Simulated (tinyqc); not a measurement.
# From one set of inputs to another, one input at a time

Model: specific resistance of a metal-semiconductor contact and its transmission-line measurement. Computed by tinyqc, a small Python program. Command: `OMP_NUM_THREADS=1 python tinyqc.py 3019207 3019208 out.jsonl contact ladder`. One thread of a shared host (Intel(R) Xeon(R) Processor @ 2.30GHz), about 0.02 s of CPU time with the checks.

The barrier is parabolic (depletion approximation), energies E are normal energies counted from the band edge in the neutral semiconductor (downwards for holes), and the bias is zero. xi is an input, held fixed when other inputs move.

The inputs printed are set A. Set A is modelled on n-type In0.53Ga0.47As; the values taken over come from a set modelled on n-type 4H-SiC. Inputs not listed in the table keep their values of set A, so the rows need not describe a real material.

Inputs (values chosen for the exercise, modelled on n-type In0.53Ga0.47As): tunnelling mass m = 0.041 m_0; permittivity eps = 13.9; Richardson constant A* = 4.81 A/(cm^2 K^2); barrier height phi_B = 0.25 eV; doping N = 2e+19 1/cm^3; Fermi level above the band edge in the bulk, xi = 0.45 eV; temperature T = 500 K; sheet resistance R_sh = 49 ohm; contact length d = 2.5 micrometre; contact width W = 0.14 micrometre.

Image-force lowering: left out.

Constants: hbar = 1.054571817e-34 J s; eps_0 = 8.8541878128e-12 F/m; m_0 = 9.1093837015e-31 kg; k_B = 8.617333262e-05 eV/K; e = 1.602176634e-19 C.

Method:
- E_00 = (e hbar/2) sqrt(N/(eps eps_0 m)); band bending E_b = phi_B + xi; depletion width w = sqrt(2 eps eps_0 E_b/(e^2 N)).
- WKB transmission for E < E_b, with a = E/E_b: D = exp{-(E_b/E_00) [sqrt(1 - a) - a ln((1 + sqrt(1 - a))/sqrt(a))]}; D = 1 above.
- At zero bias 1/rho_c = (e A*/k_B^2) int D(E) f(E) dE, f = 1/(1 + exp((E - xi)/k_B T)); 200 Gauss-Legendre points from 0 to E_b, and k_B T ln(1 + exp((xi - E_b)/k_B T)) for the part above the barrier; the share of tunnelling is the part below.
- Transmission-line model: transfer length L_T = sqrt(rho_c/R_sh); R_c = (R_sh L_T/W) coth(d/L_T). Limits: rho_c/(W d) for d << L_T, sqrt(rho_c R_sh)/W for d >> L_T.

Each row keeps all changes above it; columns: (1) input moved; (2) from; (3) to; (4) specific contact resistance rho_c (ohm cm^2); (5) contact resistance R_c (ohm); (6) transfer length L_T (micrometre):
```
(1)                                      (2)      (3)         (4)     (5)      (6)
set A                                      -        -  2.9436e-08  85.784  0.24510
doping N (1/cm^3)                      2e+19  8.1e+20  5.3820e-09  36.681  0.10480
contact width W (micrometre)            0.14    0.098  5.3820e-09  52.401  0.10480
barrier height phi_B (eV)               0.25        1  1.3436e-08  82.795  0.16559
temperature T (K)                        500      300  1.3586e-08  83.258  0.16652
contact length d (micrometre)            2.5       12  1.3586e-08  83.258  0.16652
Richardson constant A* (A/(cm^2 K^2))   4.81      146  4.4761e-10  15.112  0.03022
tunnelling mass m (m_0)                0.041     0.32  4.2867e-09  46.766  0.09353
```

Where does the difference come from?

Specific contact resistance rho_c goes from 2.94e-8 to 4.29e-9, a factor 0.146 in all. The largest single move comes from Richardson constant A* (a factor 0.0329), and tunnelling mass m works against it (a factor 9.58). Contact resistance R_c goes from 85.8 to 46.8, a factor 0.545 in all. The largest single move comes from Richardson constant A* (a factor 0.182), and tunnelling mass m works against it (a factor 3.09). Transfer length L_T goes from 0.245 to 0.0935, a factor 0.382 in all. The largest single move comes from Richardson constant A* (a factor 0.182), and tunnelling mass m works against it (a factor 3.09). The single moves hold for this order of the switches; the total does not depend on the order.

Caution (rows doping N, contact width W): the barrier is thinner than 1.5 nm, about the spacing of dopants, so a smooth parabolic barrier and WKB are rough.

Extremes, crossings and ranges named in words are read from the listed rows.
